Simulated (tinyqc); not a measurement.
## Scale length and barrier from the threshold roll-off

Problem. For L well above Lambda the threshold falls by 2 m sqrt(A (A + Vds)) exp(-pi L/(2 Lambda)), A being the height of the source potential over the barrier top; the two values follow this form. Find Lambda and A.

Inputs (values chosen for the exercise): long-channel body factor m = 1; drain voltage Vds = 0.6 V.

threshold lowering at L = 40 and 65 nm (mV): [63.132502, 9.0272270]

Solution. The ratio of the two values gives Lambda; the prefactor gives A (A + Vds), a quadratic with one positive root.

Lambda = 20.2 nm
A = 0.470 V

Computed by the program tinyqc: `OMP_NUM_THREADS=1 python tinyqc.py 2420076 2420077 out.jsonl`, one thread of a shared Intel Xeon 2.30GHz, about 0.01 s for the whole run.
